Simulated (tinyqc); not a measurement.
p-n heterojunction, non-linear Poisson equation by Newton steps, Fermi-Dirac statistics: one step of the calculation.

One dimension, material 1 (p-type) at x < 0 and material 2 (n-type) at x > 0. Band edges: Ec = -psi in material 1 and -psi + dEc in material 2, Ev = Ec - Eg. Flat quasi-Fermi levels: 0 for holes, +V for electrons. n = Nc F((EFn - Ec)/Vt), p = Nv F((Ev - EFp)/Vt), with F(eta) = F_1/2(eta) = (2/sqrt(pi)) int_0^infinity sqrt(u) du/(1 + exp(u - eta)) (Fermi-Dirac statistics); full ionisation, no interface charge, classical densities; the doping types are chosen for the exercise.

Task. Newton step. Solve the tridiagonal system a_(i-1) d_(i-1) + b_i d_i + a_i d_(i+1) = -F_i for nodes 1 to 9, with d = 0 on fixed nodes. Each component d is damped to sign(d) Vt ln(1 + |d|/Vt) before it is added.

Inputs (values chosen for the exercise): temperature T = 300 K.

Constants: q = 1.602176634e-19 C, kB = 1.380649e-23 J/K, Vt = kB T/q. Results are converted to the units shown.

| interval | coupling a_i (F/cm^2) |
|---|---|
| 0 | 3.9385870e-8 |
| 1 | 1.2719268e-7 |
| 2 | 4.1609844e-7 |
| 3 | 1.3517044e-6 |
| 4 | 4.2159007e-6 |
| 5 | 3.3238118e-6 |
| 6 | 2.7226056e-6 |
| 7 | 2.2135470e-6 |
| 8 | 1.8485059e-6 |
| 9 | 1.5052119e-6 |

| node | diagonal b (F/cm^2) | residual F (C/cm^2) |
|---|---|---|
| 1 | -8.1007160e-6 | 1.3954115e-8 |
| 2 | -5.4338139e-7 | 1.3455309e-7 |
| 3 | -1.7678029e-6 | 8.0286682e-8 |
| 4 | -5.5676051e-6 | -1.1702533e-8 |
| 5 | -7.5397125e-6 | 1.2371575e-7 |
| 6 | -6.0464174e-6 | 1.6163035e-7 |
| 7 | -4.9361525e-6 | 1.9126201e-7 |
| 8 | -4.0620528e-6 | 2.2393901e-7 |
| 9 | -3.3537178e-6 | 9.3978454e-7 |

| node | psi at the start (V) |
|---|---|
| 0 | -0.7826223 |
| 1 | -0.7802698 |
| 2 | -0.5162335 |
| 3 | 0.0548830 |
| 4 | 0.3058322 |
| 5 | 0.3850696 |
| 6 | 0.4810751 |
| 7 | 0.5955041 |
| 8 | 0.7289574 |
| 9 | 0.8739191 |
| 10 | 1.4735241 |

Wanted: Newton step d, before damping; psi after iteration 1.

Result.

| node | Newton step d, before damping (V) |
|---|---|
| 1 | 0.0276 |
| 2 | 1.6504 |
| 3 | 1.8235 |
| 4 | 1.8173 |
| 5 | 1.8181 |
| 6 | 1.7819 |
| 7 | 1.6784 |
| 8 | 1.4646 |
| 9 | 1.0875 |

| node | psi after iteration 1 (V) |
|---|---|
| 0 | -0.7826 |
| 1 | -0.7615 |
| 2 | -0.4084 |
| 3 | 0.1653 |
| 4 | 0.4161 |
| 5 | 0.4954 |
| 6 | 0.5909 |
| 7 | 0.7038 |
| 8 | 0.8338 |
| 9 | 0.9712 |
| 10 | 1.4735 |

Numbers from tinyqc (`OMP_NUM_THREADS=1 python tinyqc.py 2040005 2040006 out.jsonl`; about 0.2 s on one thread of a shared Intel Xeon 2.30GHz).
